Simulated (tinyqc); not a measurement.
From one set of inputs to another, one input at a time: donor or exciton in a quantum well (variational effective-mass method). Computed by tinyqc, a small Python program. Command: `OMP_NUM_THREADS=1 python tinyqc.py 3018156 3018157 out.jsonl welldonor ladder`. One thread of a shared host (Intel(R) Xeon(R) Processor @ 2.30GHz), about 0.3 s of CPU time with the checks.

H = -nabla^2 - 2/|r - r_i| + V(z) in effective units; trial function psi = f(z) exp(-|r - r_i|/lambda), f the ground state of the well. Mass and screening are the same in well and barrier; l = L/a* is the width in effective units. Bands are flat: no polarisation or applied field.

The inputs printed are set A. Inputs not listed in the table keep their values of set A, so the rows need not describe a real material.

Inputs (values chosen for the exercise, for a model semiconductor):
```
quantity,value,unit
electron mass m,0.0744,m_0
dielectric constant eps,10.3,-
well width L,3.1,nm
donor position z_i/L from the centre,0.3,-
barrier height V_0,0.28,eV
```

Centre: donor. Barriers: finite.

Constants: Ry = 13.605693123 eV; a_0 = 0.529177210903 angstrom.

Method:
- Ry* = Ry m/eps^2, a* = a_0 eps/m; l = L/a*.
- k solves k tan(k l/2) = sqrt(v - k^2), v = V_0/Ry*, 0 < k l/2 < pi/2 (bisection); f = cos(k z) inside and cos(k l/2) exp(-kappa (|z| - l/2)) outside, kappa = sqrt(v - k^2); subband energy k^2 Ry*.
- Binding E_b(lambda) = -1/lambda^2 + 4 A/(lambda B), with A = int f^2 exp(-2 s/lambda) dz, B = int f^2 exp(-2 s/lambda)(1 + 2 s/lambda) dz and s = |z - z_i|; 40 Gauss-Legendre points on each piece between the walls at z = -l/2 and l/2 and z_i, and out to 12/(kappa + 1/lambda) beyond the walls.
- Golden-section search for the maximum over lambda from 0.3 to 4, 40 steps.

Each row keeps all changes above it:
```
input moved,from,to,binding energy (meV),radius lambda a* (nm),subband energy (meV)
set A,-,-,20.04,6.179,136.1
well width L (nm),3.1,1.5,20.19,6.043,218.1
donor position z_i/L from the centre,0.3,0.5,19.58,6.200,218.1
barrier height V_0 (eV),0.28,0.47,21.23,5.936,322.3
dielectric constant eps,10.3,7.98,32.56,4.855,322.3
electron mass m (m_0),0.0744,0.268,78.75,1.738,193.3
```

Binding energy goes from 20.0 to 78.7, a factor 3.93 in all. The largest single move comes from electron mass m (a factor 2.42). Radius lambda a* goes from 6.18 to 1.74, a factor 0.281 in all. The largest single move comes from electron mass m (a factor 0.358). Subband energy goes from 136 to 193, a factor 1.42 in all. The largest single move comes from electron mass m (a factor 0.600), but it runs against the net change; the largest move in the direction of the net change is well width L (a factor 1.60). The single moves hold for this order of the switches; the total does not depend on the order.

Caution (rows well width L, donor position z_i/L from the centre, barrier height V_0, dielectric constant eps, electron mass m): so narrow a well has large confinement energy, where non-parabolicity and barrier penetration matter.

Extremes, crossings and ranges named in words are read from the listed rows.
